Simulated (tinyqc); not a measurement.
Deep-level transient spectroscopy: one step of the calculation.

Schottky contact on an n-type layer with shallow donors Nd (all ionised) and a donor-like deep trap, neutral when filled and positive when empty; depletion approximation. Traps within lam of the depletion edge stay filled. A long pulse to Vp fills the traps beyond x1 = Wp - lam; back at Vr those between x1 and x2 = Wr - lam emit. A rate window reads S = C(t2) - C(t1).

Question. Peak temperature. Fixed-point step for en(T) = ew: T(new) = (Et q/kB)/ln(sn g T^2/ew), g = vth Nc/(300 K)^2.

Values chosen for this exercise; material values those of a made-up semiconductor:
```
symbol    value   unit                                      meaning
Nc      1.69e19  cm^-3   conduction-band density of states at 300 K
vth       1.9e7   cm/s                    thermal velocity at 300 K
Et         0.23     eV  depth of the trap below the conduction edge
sn      3.7e-15   cm^2                        capture cross-section
```

Constants: q = 1.602176634e-19 C, kB = 1.380649e-23 J/K. Results are converted to the units shown.

ew = 6931.4718 1/s
T at the start = 300 K

Wanted: T after step 1.

Answer.

T after step 1 = 140.8 K

Numbers from tinyqc (`OMP_NUM_THREADS=1 python tinyqc.py 2050045 2050046 out.jsonl`; about 0.01 s on one thread of a shared Intel Xeon 2.30GHz).
